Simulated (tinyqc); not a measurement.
# Worked calculation: pillar capacitor in an array: capacitance, non-linearity, leakage and relaxation

tinyqc, about 0.01 s, one thread, Intel Xeon 2.30GHz (shared host): `OMP_NUM_THREADS=1 python tinyqc.py 2102081 2102082 out.jsonl` Printed values are rounded.

A film between two metal electrodes, each interface adding a series capacitance ci. The small-signal permittivity is ek (1 + aq E^2); the field is found with the linear permittivity. Leakage J = J0 sinh(E/Ef). After a voltage step the film passes a relaxation current kr C V tt^(-nr), tt being the time in seconds. The sidewall is a coaxial capacitor with radii a = dm/2 and b = dm/2 + t, depth AR dm; the end face is left out.

Parameters, values chosen for the exercise; permittivity of the order of that of zirconium oxide:

| symbol | value | unit | meaning |
|---|---|---|---|
| ek | 36.5 |  | relative permittivity of the film |
| t | 13 | nm | film thickness |
| ci | 79 | uF/cm^2 | capacitance of each electrode interface (dead layer and screening) |
| aq | 0.0081 | cm^2/MV^2 | quadratic field coefficient of the permittivity |
| V | 0.8 | V | bias |
| J0 | 2e-11 | A/cm^2 | leakage prefactor |
| Ef | 0.2 | MV/cm | field for an e-fold rise of the leakage |
| dm | 46 | nm | diameter of the pillar |
| AR | 10 |  | aspect ratio, depth over diameter |
| pt | 130 | nm | pitch of the square array |
| rho | 110 | uohm cm | resistivity of the inner electrode |

Constants: eps0 = 8.8541878128e-14 F/cm where lengths are in cm. Results are converted to the units shown.

## Planar capacitance, field and non-linearity

Planar film: Cf = eps0 ek/t, 1/C = 1/Cf + 2/ci, EOT = 3.9 eps0/C, effective permittivity C t/eps0, E = (V/t) C/Cf; quadratic coefficient [C(V)/C - 1]/V^2 with Cf (1 + aq E^2) in C(V).

Cf = 2.48598 uF/cm^2
C = 2.33879 uF/cm^2
EOT = 1.47646 nm
effective permittivity = 34.3388
E = 0.578948 MV/cm
quadratic coefficient = 3990.31 ppm/V^2
J = 1.80235e-10 A/cm^2

The interfaces take 5.92 % of the voltage.

## Cell capacitance, fields and time constant

Per length 1/c = ln(b/a)/(2 pi eps0 ek) + (1/a + 1/b)/(2 pi ci); cell capacitance c AR dm; per footprint over pt^2; fields c V/(2 pi eps0 ek r) at r = a and b; resistance of the inner electrode rho AR dm/(pi a^2); time constant R C/3 of the distributed line.

a = 23 nm
b = 36 nm
cell capacitance = 1.95750 fF
capacitance per footprint = 11.5828 uF/cm^2
field at a = 0.728928 MV/cm
field at b = 0.465704 MV/cm
R = 0.304470 kohm
R C/3 = 0.198667 ps

The array gives 4.95 times the planar capacitance per footprint; curvature makes the field at the inner electrode 1.26 times the planar value.
